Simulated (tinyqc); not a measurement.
# Frequency dispersion of an accumulation capacitance by border traps, distributed model: effects of single changes

Traps spread evenly through the insulator exchange electrons with the semiconductor by tunnelling, with tau(x) = t0 exp(2 ka x) at depth x from the interface. The admittance per area Y seen at depth x obeys dY/dx = -Y^2/(i w eps0 eox) + q Nb ln(1 + i w tau)/tau, with Y(0) = i w Cs and w = 2 pi f; the gate sees Y(tox) = G + i w C. Working variable y = Y/(i w), in uF/cm^2. Cox = eps0 eox/tox.

Parameters, values chosen for the exercise; permittivity close to that of hafnium oxide:

| symbol | value | unit | meaning |
|---|---|---|---|
| eox | 19.5 |  | relative permittivity of the insulator |
| tox | 7.3 | nm | insulator thickness |
| Cs | 3.6 | uF/cm^2 | semiconductor capacitance in accumulation |
| Nb | 9.3e18 | cm^-3 eV^-1 | density of border traps |
| ka | 5.7 | 1/nm | decay constant of the wave function in the insulator |
| t0 | 1e-10 | s | time constant of a trap at the interface |
| f | 1e6 | Hz | frequency |

Constants: q = 1.602176634e-19 C, eps0 = 8.8541878128e-14 F/cm where lengths are in cm. Results are converted to the units shown.

Each table varies one quantity; the others keep the values above.

## Capacitance and loss against frequency

Cox; trap-free value 1/(1/Cox + 1/Cs); response depth d = ln(1/(w t0))/(2 ka), where w tau = 1; lumped estimate: all traps within d act as C_bt = q Nb d placed at d/2, so C = 1/{1/[1/(1/Cs + d/(2 eps0 eox)) + C_bt] + (tox - d/2)/(eps0 eox)}. C and G from a fine integration; dispersion -d C/d log10 f over C, from f times and over 1.1. For a broad spread of time constants G/w is close to -(pi/2) dC/d ln w.

The same in every row: trap-free C (uF/cm^2) = 1.427.

Result of one run:
```
f (Hz)  d (nm)  C (uF/cm^2)  G/w (uF/cm^2)  dispersion (% a decade)  -(pi/2) dC/d ln w (uF/cm^2)  lumped C (uF/cm^2)
10       1.657        1.483       0.005618                   0.5553                     0.005617               1.479
```

What becomes of these results when the frequency f is changed from 10 to 1e7 Hz, all else the same?

Result of the changed run:
```
f (Hz)  d (nm)  C (uF/cm^2)  G/w (uF/cm^2)  dispersion (% a decade)  -(pi/2) dC/d ln w (uF/cm^2)  lumped C (uF/cm^2)
1e7     0.4447        1.441       0.003885                   0.3957                     0.003890               1.439
```

The whole series:
```
f (Hz)  d (nm)  C (uF/cm^2)  G/w (uF/cm^2)  dispersion (% a decade)  -(pi/2) dC/d ln w (uF/cm^2)  lumped C (uF/cm^2)
10       1.657        1.483       0.005618                   0.5553                     0.005617               1.479
100      1.455        1.475       0.005308                   0.5274                     0.005306               1.471
1000     1.253        1.467       0.005006                   0.5000                     0.005005               1.464
10000    1.051        1.460       0.004714                   0.4731                     0.004713               1.457
1e5     0.8487        1.453       0.004431                   0.4468                     0.004430               1.450
1e6     0.6467        1.447       0.004156                   0.4209                     0.004156               1.444
1e7     0.4447        1.441       0.003885                   0.3957                     0.003890               1.439
```

C falls from 1.483 to 1.441 uF/cm^2, towards the trap-free 1.427; each decade of frequency removes ln 10/(2 ka) = 0.202 nm from the response depth. The dispersion falls from 0.555 to 0.396 % a decade and G/w falls from 0.00562 to 0.00389 uF/cm^2. G/w lies between 0.999 and 1.00 times -(pi/2) dC/d ln w, the relation for a broad spread of time constants.

## Effect of the semiconductor capacitance in accumulation

Same model as above.

The same in every row: d (nm) = 0.6467.

Effect of the semiconductor capacitance in accumulation:
columns A: Cs (uF/cm^2); B: C (uF/cm^2); C: G/w (uF/cm^2); D: dispersion (% a decade); E: -(pi/2) dC/d ln w (uF/cm^2); F: lumped C (uF/cm^2); G: trap-free C (uF/cm^2)
```
A          B         C        D         E       F       G
0.2   0.2748   0.01647    8.783   0.01646  0.2641  0.1844
0.39  0.4140   0.01458    5.161   0.01458  0.4045  0.3348
0.75  0.6326   0.01184    2.744   0.01184  0.6249  0.5694
1.4   0.9241  0.008638    1.370  0.008639  0.9185  0.8794
2.8    1.308  0.005194   0.5822  0.005193   1.304   1.282
5.4    1.657  0.002812   0.2486  0.002811   1.655   1.645
10     1.919  0.001508   0.1150  0.001505   1.918   1.913
20     2.118  7.869e-4  0.05422  7.832e-4   2.117   2.115
```

What does the comparison show, and why?

As Cs goes from 0.2 to 20, C rises from 0.275 to 2.12 uF/cm^2, the dispersion falls from 8.78 to 0.0542 % a decade and G/w falls from 0.0165 to 7.87e-4 uF/cm^2. The lumped estimate is 3.9 % below C in the first row and 0.027 % below it in the last. The same traps disperse C more when Cs is small, since they then add to the weaker series term.

Computed by the program tinyqc: `OMP_NUM_THREADS=1 python tinyqc.py 2202158 2202159 out.jsonl`, one thread of a shared Intel Xeon 2.30GHz, about 0.4 s for the whole run.
